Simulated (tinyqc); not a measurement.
Inside a calculation: overlap of hydrogenic dopants: pairs, impurity band and the Mott density. Values are carried at full precision from step to step, so a last printed digit may differ when a step is redone from the rounded ones.

Ry* = Ry m/eps^2, aB = a0 eps/m. For 1s orbitals a distance rho = R/aB apart, in Ry*: overlap S = exp(-rho)(1 + rho + rho^2/3), J = (2/rho)(1 - (1 + rho) exp(-2 rho)) (attraction to the other ion), Kx = 2 (1 + rho) exp(-rho) (exchange of one electron). One electron on a pair has E = -1 - (J +/- Kx)/(1 +/- S), without the repulsion 2/rho of the ions. Hopping after orthogonalisation: t = (Kx - S J)/(1 - S^2), half the splitting. Dopants on a lattice with z neighbours, n = (3 sqrt3/4)/R^3 (bcc), give a band of width B = 2 z t, as on any lattice of two interpenetrating sublattices. Valleys, central cells and disorder are left out.

Constants: Ry = 13.60569312 eV; a0 (Bohr radius) = 0.5291772105 angstrom; hbar = 6.58211957e-16 eV s.

Parameters, chosen for this exercise (an isotropic mass and dielectric constant of the size used for donors in SiC; not measured data):
```
symbol  value   unit    meaning
m       0.402   m0      mass
eps     10              dielectric constant
N       0.0088  1/aB^3  dopant density
rho     5.7     aB      distance of a pair
u       0.945   Ry*     cost of a second electron on one dopant
z       8               neighbours in the dopant lattice
```

## Scales

Form Ry*, aB, and the density N in 1/cm^3 (1/angstrom^3 = 1e24/cm^3).

Ry* = 54.695 meV
aB = 13.164 angstrom
density = 3.858e+18 1/cm^3

## A pair with one electron

Form S, J, Kx, the two levels, t, and the total energy of the lower state with the repulsion, relative to a distant pair (-1).

S, J, Kx: [0.05865, 0.35085, 0.04484]

levels (Ry*): even -1.37376, odd -1.32508

t = 0.02434 Ry*
energy of the pair against a distant one (negative: bound) = -0.02289 Ry*

In this host the pair is 7.5 nm long and its splitting 2t is 2.66 meV.

## The pair with two electrons (two-site Hubbard model)

t is the hopping between the two dopants. Singlet at (u - sqrt(u^2 + 16 t^2))/2 below the triplet at 0; estimate 4 t^2/u; weight of double occupancy (1 - u/sqrt(u^2 + 16 t^2))/2; swap time pi hbar/Jx with Jx the splitting in eV. t and u are in units of Ry*.

singlet-triplet splitting (meV): exact 0.1368, 4 t^2/u 0.1372

double occupancy = 0.0026
swap time = 15.1 ps

The estimate is 0.3 % too high at 4t/u = 0.10.

## The impurity band at this density

Form R/aB, t, B = 2 z t and N^(1/3) aB. Two estimates of the gap between the Hubbard bands: u - B (rigid bands, closing at B = u) and the Hubbard-III rule, which closes at B = (2/sqrt3) u; give B/u.

R/aB = 5.2850
t = 0.03400 Ry*

B: in Ry* 0.544, in meV 29.758

N^(1/3) aB = 0.2065
B/u = 0.576

Both rules leave a gap: an insulator at T = 0. Mott's screening rule, N^(1/3) aB = 0.26, puts this density on the insulating side.

## Checks

- Overlap S against numerical integration in elliptic coordinates: both 0.058655.

tinyqc: `OMP_NUM_THREADS=1 python tinyqc.py 1450674 1450675 out.jsonl`; about 0.01 s, one thread, shared Intel(R) Xeon(R) Processor @ 2.30GHz.
